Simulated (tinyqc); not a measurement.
What each parameter does: overlap of hydrogenic dopants: pairs, impurity band and the Mott density.

Ry* = Ry m/eps^2, aB = a0 eps/m. For 1s orbitals a distance rho = R/aB apart, in Ry*: overlap S = exp(-rho)(1 + rho + rho^2/3), J = (2/rho)(1 - (1 + rho) exp(-2 rho)) (attraction to the other ion), Kx = 2 (1 + rho) exp(-rho) (exchange of one electron). One electron on a pair has E = -1 - (J +/- Kx)/(1 +/- S), without the repulsion 2/rho of the ions. Hopping after orthogonalisation: t = (Kx - S J)/(1 - S^2), half the splitting. Dopants on a lattice with z neighbours, n = 1/R^3 (simple cubic), give a band of width B = 2 z t, as on any lattice of two interpenetrating sublattices. Valleys, central cells and disorder are left out.

Constants: Ry = 13.60569312 eV; a0 (Bohr radius) = 0.5291772105 angstrom.

Parameters, chosen for this exercise (an isotropic mass and dielectric constant of the size used for donors in GaN; the results hold for these values, not for the real material): m = 0.185 m0 (mass); eps = 9.8 (dielectric constant); rho = 5.2 aB (distance of a pair); N = 0.023 1/aB^3 (dopant density); z = 6 (neighbours in the dopant lattice).

At fixed N in units of 1/aB^3 and fixed rho: Ry*, 2t of the pair, B of the lattice and the density in 1e18/cm^3 (1/angstrom^3 = 1e24/cm^3).

One parameter was then changed.

Results before and after:

| case | Ry* (meV) | 2t (meV) | B (meV) | density (1e18/cm^3) |
|---|---|---|---|---|
| base | 26.208 | 1.9074 | 41.400 | 1.044 |
| changed | 26.208 | 1.2759 | 41.400 | 1.044 |

Which of these changes was made? (a) m = 0.2035 m0; (b) N = 0.0345 1/aB^3; (c) eps = 10.78; (d) rho = 5.7 aB.
Answer: (d) rho = 5.7 aB. Of the candidates, run in turn, only this one gives the changed row.

All candidates:

| case | Ry* (meV) | 2t (meV) | B (meV) | density (1e18/cm^3) |
|---|---|---|---|---|
| base | 26.208 | 1.9074 | 41.400 | 1.044 |
| m = 0.2035 m0 | 28.829 | 2.0981 | 45.540 | 1.390 |
| eps = 10.78 | 21.660 | 1.5764 | 34.215 | 0.7845 |
| rho = 5.7 aB | 26.208 | 1.2759 | 41.400 | 1.044 |
| N = 0.0345 1/aB^3 | 26.208 | 1.9074 | 57.195 | 1.566 |

Computed by tinyqc, a small Python program: `OMP_NUM_THREADS=1 python tinyqc.py 1452706 1452707 out.jsonl` (the numbers bound the seed that draws the inputs); one thread of a shared host (Intel(R) Xeon(R) Processor @ 2.30GHz), about 0.01 s for the whole set of steps.
